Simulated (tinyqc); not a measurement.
What moves the results: Shockley-Read-Hall recombination through one deep level. A value that a table varies takes the place of the one given here.

One level at Et with degeneracy 1: tn = 1/(sn vth Nt), tp = 1/(sp_ vth Nt), n1 = Nc exp((Et - Eg)/kT), p1 = Nv exp(-Et/kT), ni^2 = n1 p1. Equilibrium p0 = Nm, n0 = ni^2/Nm; n = n0 + dn, p = p0 + dn. U = (n p - ni^2)/(tp (n + n1) + tn (p + p1)), lifetime dn/U; emission rates en = sn vth n1, ep = sp_ vth p1.

Constants: kB = 8.617333262e-05 eV/K.

Inputs chosen for the exercise (gap and densities of states near those of SiC at this temperature; the results hold for these values, not for the real material):

| symbol | value | unit | meaning |
|---|---|---|---|
| E1 | 0.927 | eV | level (0/-1) above Ev |
| E2 | 2.238 | eV | level (-1/-2) above Ev |
| gm | 2 |  | degeneracy of the middle state, the others 1 |
| T | 300 | K |  |
| Eg | 3.212 | eV | gap |
| Nc | 1.82e+19 | 1/cm^3 | conduction-band density of states |
| Nv | 3.18e+19 | 1/cm^3 | valence-band density of states |
| Et | 0.927 | eV | recombination level above Ev |
| Nt | 4.9e+14 | 1/cm^3 | defects |
| sn | 2.8e-14 | cm^2 | electron capture cross-section |
| sp_ | 1.9e-15 | cm^2 | hole capture cross-section |
| vth | 20000000 | cm/s | thermal velocity, both carriers |
| Nm | 1e+17 | 1/cm^3 | equilibrium holes for the lifetime steps |
| dn | 1.5e+13 | 1/cm^3 | excess pairs |

## Charge state against the Fermi level (deep level with several charge states)

Energies from Ev. The defect has charge states 0, -1, -2 with weights 1, gm exp((EF - E1)/kT), exp((2 EF - E1 - E2)/kT); the shares are the weights over their sum. Boltzmann carriers: n = Nc exp((EF - Eg)/kT), p = Nv exp(-EF/kT). Neutrality: p - n + Nd + Nt <q> = 0.

Shares:

| EF (eV) | 0 | -1 | -2 | <q> |
|---|---|---|---|---|
| 0.193 | 1.000 | 0.000 | 0.000 | 0.000 |
| 0.450 | 1.000 | 0.000 | 0.000 | 0.000 |
| 0.707 | 1.000 | 0.000 | 0.000 | 0.000 |
| 0.964 | 0.107 | 0.893 | 0.000 | -0.893 |
| 1.221 | 0.000 | 1.000 | 0.000 | -1.000 |
| 1.478 | 0.000 | 1.000 | 0.000 | -1.000 |
| 1.734 | 0.000 | 1.000 | 0.000 | -1.000 |
| 1.991 | 0.000 | 1.000 | 0.000 | -1.000 |
| 2.248 | 0.000 | 0.576 | 0.424 | -1.424 |
| 2.505 | 0.000 | 0.000 | 1.000 | -2.000 |
| 2.762 | 0.000 | 0.000 | 1.000 | -2.000 |
| 3.019 | 0.000 | 0.000 | 1.000 | -2.000 |

Where the levels are several kT apart the middle state rules between about E1 - kT ln gm = 0.909 and E2 + kT ln gm = 2.256 eV; its largest share listed is 1.000. Each step spreads from 10 % to 90 % over 4.4 kT = 0.114 eV.

## Lifetime against injection

Recombination:

| dn (1/cm^3) | lifetime (microsecond) | U (1/(cm^3 s)) |
|---|---|---|
| 1.0e+11 | 0.003644 | 2.74e+19 |
| 1.0e+12 | 0.003645 | 2.74e+20 |
| 1.0e+13 | 0.003650 | 2.74e+21 |
| 1.0e+14 | 0.003698 | 2.70e+22 |
| 1.0e+15 | 0.004176 | 2.39e+23 |
| 1.0e+16 | 0.008527 | 1.17e+24 |
| 1.0e+17 | 0.03050 | 3.28e+24 |
| 1.0e+18 | 0.05247 | 1.91e+25 |

The lifetime rises from 0.003644 to 0.05247 microsecond; tn + tp = 0.05735. At low injection it is tn (1 + p1/p0) + tp n1/p0 with n1/Nm = 7.5e-37 and p1/Nm = 8.5e-14: re-emission is negligible, so minority capture alone counts. Auger and radiative paths are left out; they cut in at the highest injections, and in a doped direct-gap crystal the radiative one counts at all injections. dn = dp neglects trapped charge, which matters where the traps hold a charge comparable with dn, at low injection and with very unequal cross sections.

## Where a level does most harm

Et takes the values listed; G = Nt en ep/(en + ep) in a depleted region; the lifetime is for dn = 1e11 1/cm^3.

Results:

| Et (eV) | lifetime (microsecond) | G (1/(cm^3 s)) |
|---|---|---|
| 0.193 | 0.00431 | 9.58e-24 |
| 0.450 | 0.00364 | 1.99e-19 |
| 0.707 | 0.00364 | 4.13e-15 |
| 0.964 | 0.00364 | 8.58e-11 |
| 1.221 | 0.00364 | 1.78e-06 |
| 1.478 | 0.00364 | 0.0370 |
| 1.734 | 0.00364 | 0.00439 |
| 1.991 | 0.00364 | 2.11e-07 |
| 2.248 | 0.00364 | 1.02e-11 |
| 2.505 | 0.00364 | 4.90e-16 |
| 2.762 | 0.00364 | 2.36e-20 |
| 3.019 | 0.00924 | 1.14e-24 |

Generation peaks where en = ep, at Eg/2 + (kT/2) ln(sp_ Nv/(sn Nc)) = 1.578 eV; the largest value listed is at 1.478 eV, and G falls by a decade for each 0.060 eV away from the peak. The lifetime is within a factor 2 of its minimum, 0.00364 microsecond, from 0.193 to 2.762 eV: recombination tolerates a wide range of Et, generation a narrow one.

## What moves lifetime and leakage

G = Nt en ep/(en + ep). Each row changes one parameter from the base and keeps the others.

Results:

| case | lifetime (microsecond) | G (1/(cm^3 s)) |
|---|---|---|
| base | 0.003652 | 2.05e-11 |
| Et = 0.967 eV | 0.003652 | 9.64e-11 |
| sn = 5.6e-14 cm^2 | 0.001830 | 4.10e-11 |
| sp_ = 3.8e-15 cm^2 | 0.003648 | 2.05e-11 |
| Nt = 2.45e+14 1/cm^3 | 0.007305 | 1.03e-11 |
| Nm = 3e+17 1/cm^3 | 0.003647 | 2.05e-11 |
| dn = 4.5e+13 1/cm^3 | 0.003668 | 2.05e-11 |

The largest shifts from the base row, up to three for each result and ties (the steps differ in size, so this ranks the rows, not the parameters). lifetime (microsecond): Nt +0.00365, sn -0.00182, dn +1.61e-05; unchanged at the printed digits by Et. G (1/(cm^3 s)): Et +7.59e-11, sn +2.05e-11, Nt -1.03e-11; unchanged at the printed digits by sp_, Nm and dn.

Run: tinyqc, `OMP_NUM_THREADS=1 python tinyqc.py 1680344 1680345 out.jsonl`; Intel(R) Xeon(R) Processor @ 2.30GHz, one thread, shared host; about 0.01 s of CPU time with all checks.
